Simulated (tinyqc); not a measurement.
From blur factor of the first harmonic back to acid diffusivity D: chemically amplified photoresist: aerial image, acid generation, bake, development and line width. Computed by tinyqc, a small Python program. Command: `OMP_NUM_THREADS=1 python tinyqc.py 3011383 3011384 out.jsonl resist inv`. One thread of a shared host (Intel(R) Xeon(R) Processor @ 2.30GHz), about 0.05 s of CPU time with the checks.

Lines and spaces of pitch p with a two-beam-like image; x = 0 is the middle of the bright space. The resist is positive and treated as uniform in depth.

Inputs (values chosen for the exercise, for a model resist at 193 nm):

| quantity | value | unit |
|---|---|---|
| pitch p | 130 | nm |
| image contrast c | 0.78 | - |
| mean dose E | 2.65 | mJ/cm^2 |
| Dill parameter C | 0.039 | cm^2/mJ |
| bake time t | 90 | s |

Method:
- Dose E(x) = E [1 + c cos(2 pi x/p)]; acid h = 1 - exp(-C E(x)).
- Bake: the acid image is blurred by a Gaussian of variance sigma^2 = 2 D t (each Fourier term k of h, taken on 64 points, is multiplied by exp(-4 pi^2 k^2 D t/p^2)).
- Cosine coefficients: h(x) = sum_k h_k cos(2 pi k x/p).

Problem. A run gave the result below. Find the acid diffusivity D, known to lie between 0.2 and 0.54 nm^2/s.

blur factor of the first harmonic = 0.9275553

Solution.

Each step takes the trial c = (a f_b - b f_a)/(f_b - f_a), f being the result less the target and a, b, c the logarithms of the listed values; c replaces end b, the old b replaces a if the sign of f changed, and otherwise f_a is halved.

Scan of the range:

| acid diffusivity D (nm^2/s) | blur factor of the first harmonic |
|---|---|
| 0.200 | 0.958824 |
| 0.236 | 0.951594 |
| 0.278 | 0.943228 |
| 0.329 | 0.933169 |
| 0.388 | 0.921665 |
| 0.458 | 0.908201 |
| 0.540 | 0.892678 |

False position (Illinois rule, in the logarithm of the input) inside the bracket:

| step | end a | end b | trial | blur factor of the first harmonic |
|---|---|---|---|---|
| 1 | 0.329000 | 0.388000 | 0.356577 | 0.927774 |
| 2 | 0.388000 | 0.356577 | 0.357658 | 0.927563 |
| 3 | 0.388000 | 0.357658 | 0.357738 | 0.927548 |
| 4 | 0.357658 | 0.357738 | 0.357700 | 0.927555 |

Blur factor of the first harmonic falls at every point of a 13-point scan of the range (every second point is shown), so one value fits; it is bracketed by 0.329 and 0.388. Answer: acid diffusivity D = 0.3577 nm^2/s.
